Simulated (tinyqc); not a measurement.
Trap in a gate oxide as a short-range spherical well: one step. The bound level. Five cases, with inputs chosen for the exercise.

Question. Solve for Et; the share outside is [sin^2(kR)/(2 kappa)]/[sin^2(kR)/(2 kappa) + R/2 - sin(2kR)/(4k)].

A spherical well of radius R and depth V0 below the conduction edge, one mass m, c = hbar^2/2m0. The s level at binding Et solves k cot(k R) = -kappa with k = sqrt(m (V0 - Et)/c), kappa = sqrt(m Et/c); it exists for V0 > Vc = c (pi/2R)^2/m. Outside, psi falls as exp(-kappa r)/r.

Constants: hbar^2/2m0 = 3.80998211 eV angstrom^2.

Give: Et; k; kappa; share outside; Vc.

Case 1.

Values chosen (out of a larger set: near those of SiO2 on 4H SiC; not measured data): R = 4.7 angstrom (radius of the well); V0 = 3.92 eV (depth of the well); m = 0.454 m0 (mass).

Answer.

Et = 1.8575 eV
k = 0.4958 1/angstrom
kappa = 0.4705 1/angstrom
share outside = 0.164
Vc = 0.937 eV

The well is 4.18 times the critical depth. Since dEt/dV0 equals the share inside, 0.84, a 1 % change of V0 moves Et by 1.8 %. The decay length is 2.1 angstrom, 0.5 times R.

Case 2.

Values chosen (out of a larger set: near those of Al2O3 on GaAs; not measured data): R = 3.2 angstrom (radius of the well); V0 = 5.71 eV (depth of the well); m = 0.31 m0 (mass).

Answer.

Et = 0.9512 eV
k = 0.6223 1/angstrom
kappa = 0.2782 1/angstrom
share outside = 0.441
Vc = 2.961 eV

The well is 1.93 times the critical depth. Since dEt/dV0 equals the share inside, 0.56, a 1 % change of V0 moves Et by 3.4 %. The decay length is 3.6 angstrom, 1.1 times R.

Case 3.

Values chosen (out of a larger set: near those of HfO2 on Si; not measured data): R = 2.7 angstrom (radius of the well); V0 = 10.62 eV (depth of the well); m = 0.21 m0 (mass).

Answer.

Et = 1.3281 eV
k = 0.7156 1/angstrom
kappa = 0.2706 1/angstrom
share outside = 0.506
Vc = 6.141 eV

The well is 1.73 times the critical depth. Since dEt/dV0 equals the share inside, 0.49, a 1 % change of V0 moves Et by 4.0 %. The decay length is 3.7 angstrom, 1.4 times R.

Case 4.

Values chosen (out of a larger set: near those of SiO2 on Si; not measured data): R = 4.4 angstrom (radius of the well); V0 = 4.84 eV (depth of the well); m = 0.433 m0 (mass).

Answer.

Et = 2.3484 eV
k = 0.5321 1/angstrom
kappa = 0.5166 1/angstrom
share outside = 0.157
Vc = 1.121 eV

The well is 4.32 times the critical depth. Since dEt/dV0 equals the share inside, 0.84, a 1 % change of V0 moves Et by 1.7 %. The decay length is 1.9 angstrom, 0.4 times R.

Case 5.

Values chosen (out of a larger set: near those of Al2O3 on GaAs; not measured data): R = 2.9 angstrom (radius of the well); V0 = 7.07 eV (depth of the well); m = 0.291 m0 (mass).

Answer.

Et = 1.0501 eV
k = 0.6781 1/angstrom
kappa = 0.2832 1/angstrom
share outside = 0.468
Vc = 3.841 eV

The well is 1.84 times the critical depth. Since dEt/dV0 equals the share inside, 0.53, a 1 % change of V0 moves Et by 3.6 %. The decay length is 3.5 angstrom, 1.2 times R.

Computed by tinyqc, one run a case: `OMP_NUM_THREADS=1 python tinyqc.py N N+1 out.jsonl` with N = 1250472, 1250482, 1250529, 1250540, 1250767; one thread of a shared Intel(R) Xeon(R) Processor @ 2.30GHz, about 0.01 s a run at most.
